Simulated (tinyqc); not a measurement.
Rayleigh-quotient iteration on a symmetric matrix, step by step. Computed by tinyqc, a small Python program that keeps every step. Settings: method = rayleigh, shift = 1.72. Command: `OMP_NUM_THREADS=1 python tinyqc.py 22638 22639 out.jsonl` (the two numbers bound the seeds that draw the settings). One thread of a shared host (Intel(R) Xeon(R) Processor @ 2.60GHz), about 0.01 s of CPU time with the checks.

## Step 1

A, lower triangle:
```
          1          2          3         4
1  0.055000
2  0.231000   0.616000
3  0.076000   0.069000   0.634000
4  0.216000  -0.122000  -0.232000  1.437000
```

vector v at the start: 0.500000  0.500000  0.500000  0.500000

shift = 1.720000

solve (A - shift) w = v; v' = w/|w| with its largest component positive (the first on a tie); lambda = v'^T A v'; the next shift is lambda.

vector after step 1: 0.289649  0.173085  0.047373  0.940160

Rayleigh quotient after step 1 = 1.378305

## Step 2

As before.

vector after step 2: 0.060652  -0.197904  -0.312263  0.927172

Rayleigh quotient after step 2 = 1.524969

## Course of the iteration

Stop when the residual |A v - lambda v| is below 1e-9.

Steps:
```
step      lambda  residual
1     1.37830537  3.24e-01
2     1.52496875  9.47e-02
3     1.53617822  1.35e-03
4     1.53618047  3.78e-09
5     1.53618047  2.39e-16
```

all eigenvalues, for comparison: -0.078199  0.548165  0.735853  1.536180

Converged in 5 steps.
